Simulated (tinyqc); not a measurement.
# A double barrier with mass mismatch, transfer matrices: transmission against energy

One electron of energy E comes from the left lead (band edge 0); no transverse momentum. Parabolic bands, masses in units of m0, C = hbar^2/(2 m0); psi and psi'/m are continuous at every interface. Barrier d1, well Lw, barrier d2; the right lead equals the left one.

For the pair (psi, psi'/m) a flat layer has M = [[cos kd, (m/k) sin kd], [-(k/m) sin kd, cos kd]] with k = sqrt(m (E - U)/C) above its edge U, and M = [[cosh Kd, (m/K) sinh Kd], [(K/m) sinh Kd, cosh Kd]] with K = sqrt(m (U - E)/C) below it. The matrices are multiplied with later layers to the left. With M acting on (psi, psi'/m) and v = k/m in each lead, T(E) = 4 vL vR/[(vL vR M12 - M21)^2 + (vR M11 + vL M22)^2]. The last column is exp(-2 sum K d) over the layers with U > E.

Values chosen for this exercise; masses and offsets close to those of GaN wells and AlGaN barriers: mass in the left lead mL = 0.2 m0; barrier height U1 = 0.59 eV; barrier mass m1 = 0.27 m0; width of the first barrier d1 = 1.5 nm; well width (edge 0, mass mL) Lw = 2 nm; width of the second barrier d2 = 1.1 nm.

Constants: q = 1.602176634e-19 C, hbar = 1.054571817e-34 J s, m0 = 9.1093837015e-31 kg, hbar^2/(2 m0) = 0.0380998212 eV nm^2. Results are converted to the units shown.

Transmission against energy:

| E (eV) | T(E) | exp(-2 sum K d) |
|---|---|---|
| 0.047 | 2.146e-5 | 3.715e-5 |
| 0.139 | 0.003358 | 9.176e-5 |
| 0.232 | 0.003408 | 2.529e-4 |
| 0.324 | 0.003097 | 7.932e-4 |
| 0.416 | 0.007626 | 0.003106 |
| 0.508 | 0.03787 | 0.01899 |
| 0.601 | 0.6154 | 1.000 |
| 0.693 | 0.3512 | 1.000 |
| 0.785 | 0.2082 | 1.000 |
| 0.877 | 0.2560 | 1.000 |
| 0.97 | 0.4373 | 1.000 |
| 1.062 | 0.7286 | 1.000 |

T(E) runs from 2.15e-5 at 0.047 eV to 0.729 at 1.062 eV; among the rows its largest value is 0.729 at 1.062 eV. Below the barriers it exceeds exp(-2 sum K d) by up to a factor of 36.6 (at 0.139 eV), which marks a resonance or miniband close to that energy.

Range of the model: Masses are held fixed, although real bands cease to be parabolic a few tenths of an eV from their edges (inside a barrier too).

Program tinyqc, `OMP_NUM_THREADS=1 python tinyqc.py 2560042 2560043 out.jsonl`; Intel Xeon 2.30GHz, shared host, one thread, about 0.06 s.
